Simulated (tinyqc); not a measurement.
Which pair of peaks is best: composition and strain of an epitaxial Si(1-x)Ge(x) layer from Raman and X-ray peaks. Computed by tinyqc, a small Python program. Command: `OMP_NUM_THREADS=1 python tinyqc.py 3028975 3028976 out.jsonl epiraman walk`. One thread of a shared host (Intel(R) Xeon(R) Processor @ 2.30GHz), about 0.01 s of CPU time with the checks.

A (001) layer, biaxially strained in the plane. The Raman peaks follow empirical lines omega = w0 + c1 x + c3 x^3 + b eps (c3 for Si-Ge alone), with eps the in-plane strain.

Inputs (values chosen for the exercise, modelled on silicon-germanium): Ge fraction x = 0.65; Si-Si: c1 = -67.7 1/cm; Si-Si: strain coefficient b = -771 1/cm; Si-Ge: c1 = 24.9 1/cm; Si-Ge: c3 = -33.1 1/cm; Si-Ge: strain coefficient b = -609 1/cm; Ge-Ge: c1 = 19.1 1/cm; Ge-Ge: strain coefficient b = -422 1/cm; uncertainty of a Raman peak = 0.1 1/cm.

Substrate: silicon.

Method. For each pair invert J = [d omega/dx, d omega/d eps] at the true x. Independent errors of the given size in both peaks give sigma_x and sigma_eps = uncertainty x (norm of the rows of the inverse of J).

Error propagation:
```
pair               det J    sigma_x  sigma_eps (per mille)
Si-Si and Si-Ge   28.080  0.0034989                0.24862
Si-Si and Ge-Ge  43.2955  0.0020301                0.16247
Si-Ge and Ge-Ge   18.829  0.0039350                0.13599
```

The pair Si-Si and Ge-Ge fixes x best (sigma_x = 0.0020) and Si-Ge and Ge-Ge worst (0.0039), a factor 1.9. Strain moves all peaks the same way, so a good pair needs different ratios of composition slope to strain coefficient, best of opposite sign; the slopes here are -67.7, -17.1 and 19.1 per cm for Si-Si, Si-Ge and Ge-Ge. Errors in the coefficients themselves are not counted.

Extremes, crossings and ranges named in words are read from the listed rows.
